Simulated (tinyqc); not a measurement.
Threshold-voltage variability of a planar MOSFET, analytic estimates: one step of the calculation.

Three independent sources add in quadrature: random dopants in the depleted layer, metal-gate grains of two orientations, and roughness of the two gate edges acting through the roll-off VT = VT(long) - Vr exp(-L/l). These are first-order estimates: no three-dimensional electrostatics, no percolation.

Task. Total spread, mismatch and leakage. s = sqrt(s1^2 + s2^2 + s3^2). For a pair: s(dVT) = sqrt(2) s; current mismatch sqrt(2) sqrt((gI s)^2 + sb^2); input offset = current mismatch/gI. For a Gaussian VT the off current is log-normal with mean/median = exp(s^2/(2 (n Vt)^2)).

Inputs (values chosen for the exercise); material values close to those of silicon: temperature T = 293 K; subthreshold factor n = 1.2; gm/I of a matched pair gI = 25 1/V; spread of the gain factor of one device sb = 2.2 %.

Constants: q = 1.602176634e-19 C, kB = 1.380649e-23 J/K, Vt = kB T/q. Results are converted to the units shown.

s1 = 15.314359 mV
s2 = 12.613124 mV
s3 = 2.2688146 mV

Wanted: s; s(dVT); current mismatch; input offset; mean/median of Ioff.

Result.

s = 19.97 mV
s(dVT) = 28.24 mV
current mismatch = 70.67 %
input offset = 28.27 mV
mean/median of Ioff = 1.243

Program tinyqc, `OMP_NUM_THREADS=1 python tinyqc.py 2090145 2090146 out.jsonl`; Intel Xeon 2.30GHz, shared host, one thread, about 0.01 s.
